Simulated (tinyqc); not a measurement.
Three voltage laws: time-dependent dielectric breakdown: cell percolation, Weibull statistics, area scaling and voltage extrapolation. Computed by tinyqc, a small Python program. Command: `OMP_NUM_THREADS=1 python tinyqc.py 3019120 3019121 out.jsonl tddb walk`. One thread of a shared host (Intel(R) Xeon(R) Processor @ 2.30GHz), about 0.01 s of CPU time with the checks.

The oxide is divided into columns of area a^2, each holding m = t_ox/a cells (m is taken as continuous). A share lambda(t) = (t/t_1)^alpha of the cells is defective, and a column whose cells are all defective breaks down.

Inputs (values chosen for the exercise, for a model gate oxide):
```
quantity                                                 value  unit
oxide thickness t_ox                                       5.7    nm
defect cell size a                                         1.2    nm
exponent alpha of defect growth                           0.59     -
time t_1 at which the occupied share would reach 1        6000     s
test area A                                               0.03  um^2
product area A_u                                         6e+06  um^2
stress voltage V                                          7.69     V
use voltage V_u                                            3.6     V
local exponent n = -d ln t/d ln V at the stress voltage     31     -
activation energy E_a                                     0.81    eV
stress temperature T                                       105     C
use temperature T_u                                        100     C
allowed failure fraction F                               0.001     -
```

Voltage law used: 1/E.

Constants: k_B = 8.617333262e-05 eV/K.

Method:
- Failure fraction F = 1 - (1 - lambda^m)^N with N = A/a^2 columns, which for small lambda^m is 1 - exp(-(t/t63)^beta) with beta = alpha m and t63 = t_1 N^(-1/beta); critical share lambda(t63) = N^(-1/m). 1 um^2 = 1e6 nm^2.
- All three voltage laws share the slope n at the stress voltage. Factor t(V_u)/t(V): E law exp(n (1 - V_u/V)); 1/E law exp(n (V/V_u - 1)); power law (V/V_u)^n.
- Temperatures in kelvin are T(C) + 273.15.
- Temperature factor exp[(E_a/k_B)(1/T_u - 1/T)]; area factor (A/A_u)^(1/beta); percentile factor (-ln(1 - F))^(1/beta); life = t63 x all four; 1 year = 3.15576e7 s.
- Life = t63 x voltage, temperature, area and percentile factors, the last three as above.

projected life = 1.39915e+06 years

voltage factor = 1.97520e+15

Log10 of the life in years:
```
V_u/V  V_u (V)    E law  1/E law  power law
1.00    7.6900  -9.1497   -9.150    -9.1497
0.95    7.3055  -8.4766   -8.441    -8.4592
0.90    6.9210  -7.8034   -7.654    -7.7313
0.80    6.1520  -6.4571   -5.784    -6.1455
0.70    5.3830  -5.1108   -3.380    -4.3478
0.60    4.6140  -3.7645   -0.174    -2.2724
0.50    3.8450  -2.4182    4.313     0.1822
0.40    3.0760  -1.0719   11.045     3.1864
```

What follows from these numbers?

At V_u/V = 0.9 the laws differ by 0.15 decades at most, and at 0.5 by 6.7. The E law is the most cautious and the 1/E law the most hopeful. Ten years are reached at V_u/V = 0.246 (E), 0.570 (1/E), 0.471 (power). Caution: t_1 is an input here; in a real oxide it changes with thickness at fixed voltage. Caution: a voltage factor of more than nine decades rests wholly on the chosen law and cannot be tested. Caution: the rows at low voltage extrapolate over many decades and cannot be tested.
